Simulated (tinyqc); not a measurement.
# Doping and flat-band voltage from two insulator thicknesses

Question. A junctionless wire is fully depleted at VT = Vfb - q Nd R^2/(4 eps0 eps_r) - q Nd R^2 ln(1 + tox/R)/(2 eps0 eox). Find Nd and Vfb.

Inputs (values chosen for the exercise); material values those of a made-up semiconductor: relative permittivity of the semiconductor eps_r = 9.07; relative permittivity of the gate insulator eox = 9; wire radius R = 8 nm.

Constants: q = 1.602176634e-19 C, eps0 = 8.8541878128e-14 F/cm where lengths are in cm. Results are converted to the units shown.

VT at tox = 6.6 and 15 nm (V): [0.16387211, -0.029111687]

Solution. The difference of the thresholds is proportional to Nd and holds no Vfb.

Nd = 6.600e18 cm^-3
Vfb = 0.6300 V

Numbers from tinyqc (`OMP_NUM_THREADS=1 python tinyqc.py 2460093 2460094 out.jsonl`; about 0.01 s on one thread of a shared Intel Xeon 2.30GHz).
